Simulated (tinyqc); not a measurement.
What each parameter does: strained quantum well: band edges, subbands and transparency.

Growth on (001), barriers unstrained: tr(e) = e (2 - nu2), Z = b e (1 + nu2); Ec = Ev + Eg + ac tr(e), E_HH = Ev + av tr(e) + Z, E_LH = Ev + av tr(e) - Z (coupling to the split-off band left out).

Masses along z: me, 1/(g1 - 2 g2) for HH, 1/(g1 + 2 g2) for LH, likewise in the barrier; in the plane me, 1/(g1 + g2) for HH and 1/(g1 - g2) for LH (no mixing, which understates the hole masses away from k = 0). Level n solves k L + 2 atan[(k/m)/(kappa/mb)] = n pi, k = sqrt(m E/c), kappa = sqrt(mb (V - E)/c), c = hbar^2/2m0.

Transparency (Bernard-Duraffourg): Fc - Fv equals the lowest transition energy with n = p, n = sum m/(2 pi c) kB T ln(1 + exp((Fc - E)/kB T)) and p likewise over the listed subbands; c = hbar^2/2m0, 1/angstrom^2 = 1e16/cm^2.

Constants: hbar^2/2m0 = 3.80998211 eV angstrom^2; kB = 8.617333262e-05 eV/K; hc = 1239.841984 eV nm.

Inputs chosen for the exercise (near those of an InGaAs/InP well; not measured data):
```
symbol  value    unit      meaning
e       -0.0085            strain in the plane
nu2     1.019              2 C12/C11
Eg      0.593    eV        unstrained gap of the well
Ev      -0.576   eV        its valence edge
ac      -5.79    eV
av      1.05     eV        Ev moves by av tr(e)
b       -1.87    eV        shear potential
Egb     1.355    eV        gap of the barrier
Evb     -0.94    eV        its valence edge
L       62       angstrom  well width
me      0.0379   m0        electron mass
g1      15.57              gamma1
g2      6.31               gamma2
meb     0.08     m0
g1b     5.08
g2b     1.6
T       300      K         temperature
```

Edge wavelength, hh1 - lh1 and n_tr.

Results for these values:
```
case  wavelength (nm)  hh1 - lh1 (meV)  n_tr (1e12/cm^2)
base           1721.3            115.6             0.336
```

What happens to each result for g1 = 16.5, all else kept?

Answer: wavelength falls from 1721.3 to 1712.8; hh1 - lh1 falls from 115.6 to 112.5; n_tr falls from 0.336 to 0.323.

The same for each parameter in turn:
```
case             wavelength (nm)  hh1 - lh1 (meV)  n_tr (1e12/cm^2)
base                      1721.3            115.6             0.336
L = 72 angstrom           1765.1            108.8             0.349
e = -0.0105               1710.0            129.7             0.334
Eg = 0.573 eV             1765.6            115.6             0.336
b = -2.15 eV              1732.7            124.7             0.335
ac = -5.21 eV             1731.8            115.6             0.336
me = 0.0417 m0            1726.4            115.6             0.354
g1 = 16.5                 1712.8            112.5             0.323
T = 340 K                 1721.3            115.6             0.391
```

(tinyqc, `OMP_NUM_THREADS=1 python tinyqc.py 1282643 1282644 out.jsonl`, Intel(R) Xeon(R) Processor @ 2.30GHz, 1 thread, shared host, about 0.01 s.)
